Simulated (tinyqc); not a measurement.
Size effects in the resistivity of thin metal films and interconnect lines. Which input was changed? Computed by tinyqc, a small Python program. Command: `OMP_NUM_THREADS=1 python tinyqc.py 3016475 3016476 out.jsonl size which`. One thread of a shared host (Intel(R) Xeon(R) Processor @ 2.30GHz), about 0.06 s of CPU time with the checks.

Electrons lose their drift at surfaces (a share 1 - p of the hits) and at grain boundaries (reflection R), besides bulk scattering. The line sits in a trench with a non-conducting liner on both walls and the bottom; the spacing equals the drawn width.

Inputs (values chosen for the exercise, modelled on tungsten):
```
quantity                          value         unit
bulk resistivity rho_b             5.41  microohm cm
bulk mean free path lambda         15.9           nm
specularity p                         0            -
grain-boundary reflection R        0.19            -
drawn line width w                   22           nm
grain size over metal width         2.2            -
aspect ratio (height over width)    2.1            -
liner thickness t                   0.5           nm
line length                          37   micrometre
permittivity of the dielectric k    2.4            -
```

Geometry: line.

Constants: eps_0 = 8.8541878128e-12 F/m.

Method:
- Metal width w_m = w - 2t, height h_m = (aspect ratio) w - t, grain size D = (ratio) w_m.
- Mayadas-Shatzkes: alpha = (lambda/D) R/(1 - R); rho_b/rho = 1 - 3 alpha/2 + 3 alpha^2 - 3 alpha^3 ln(1 + 1/alpha).
- Fuchs-Sondheimer film: rho_b/rho = 1 - (3/(2 kappa))(1 - p) int_0^1 (s - s^3)(1 - exp(-kappa/s))/(1 - p exp(-kappa/s)) ds, f = rho/rho_b, kappa = thickness/lambda, 80 Gauss-Legendre points.
- Line: the excess of a film of thickness w_m and of a film of thickness h_m are added, rho/rho_b = 1 + (f(w_m) - 1) + (f(h_m) - 1), an estimate that holds best when both sides exceed lambda.
- Total: rho = rho_b [1 + surface excess + grain excess]; resistance per length rho/(w_m h_m); capacitance per length C = 2 k eps_0 (aspect ratio + 1/2), a parallel-plate estimate for two neighbours plus a fixed term for the planes above and below; delay 0.38 R C L^2; effective resistivity per drawn area.

Task: One of these inputs alone was changed, within the range given: grain size over metal width (1.1 to 4.4); aspect ratio (height over width) (1.05 to 4.2); liner thickness t (0.25 to 1); line length (18.5 to 74). Which one, and to what value?

Results:
```
run     resistance per length (ohm/micrometre)  resistivity rho (microohm cm)  rho/rho_b from surfaces
before                                90.86942                       8.720738                 1.493854
after                                 89.11857                       8.552709                 1.493854
```

Result:

Each candidate set to reproduce resistance per length, and what it then gives:
```
candidate                         range searched  value needed  resistivity rho (microohm cm)  rho/rho_b from surfaces
grain size over metal width           1.1 to 4.4         3.000                         8.5527                   1.4939
aspect ratio (height over width)     1.05 to 4.2         2.137                         8.7053                   1.4910
liner thickness t (nm)                 0.25 to 1        0.3676                         8.6857                   1.4888
line length (micrometre)              18.5 to 74     no effect                              -                        -
```

Only grain size over metal width fits every result: it went from 2.2 to 3.00. The next best candidate, liner thickness t, misses one result by 1.6 %.
